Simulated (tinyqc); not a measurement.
Inside a calculation. Method: Hueckel theory of the pi electrons, for the molecule Bc1cc[nH]c1 (SMILES; centres numbered as the heavy atoms are written). One step of it, computed by the program tinyqc.

Question. Orbitals. Diagonalise; E = alpha + x beta with beta < 0, so the largest x are filled first; degenerate levels share their electrons. P = sum n_i c_ri c_si; each orbital has its largest coefficient positive (the first on a tie).

Hueckel matrix in units of beta (H = alpha + beta A), lower triangle:
```
,1B,2C,3C,4C,5N,6C
1B,-0.940000
2C,0.750000,0.000000
3C,0.000000,1.000000,0.000000
4C,0.000000,0.000000,1.000000,0.000000
5N,0.000000,0.000000,0.000000,0.880000,1.500000
6C,0.000000,1.000000,0.000000,0.000000,0.880000,0.000000
```

pi electrons, sum of z_r less the charge = 6

Give: x values; occupations; coefficients; charge and bond-order matrix P.

Answer.

x values: 2.424  1.266  0.659  -0.746  -1.164  -1.879

occupations: 2.000  2.000  2.000  0.000  0.000  0.000

coefficients:
```
,MO1,MO2,MO3,MO4,MO5,MO6
1B,0.066,0.211,-0.145,0.753,0.344,-0.495
2C,0.295,0.621,-0.309,0.195,-0.103,0.620
3C,0.279,0.513,0.455,-0.159,-0.474,-0.449
4C,0.381,0.030,0.609,-0.076,0.654,0.224
5N,0.732,-0.541,-0.061,0.246,-0.327,0.031
6C,0.388,0.114,-0.550,-0.551,0.335,-0.344
```

charge and bond-order matrix P, lower triangle:
```
,1B,2C,3C,4C,5N,6C
1B,0.140
2C,0.390,1.135
3C,0.122,0.521,1.097
4C,-0.114,-0.114,0.797,1.032
5N,-0.114,-0.201,-0.203,0.451,1.664
6C,0.258,0.710,-0.167,-0.368,0.511,0.931
```
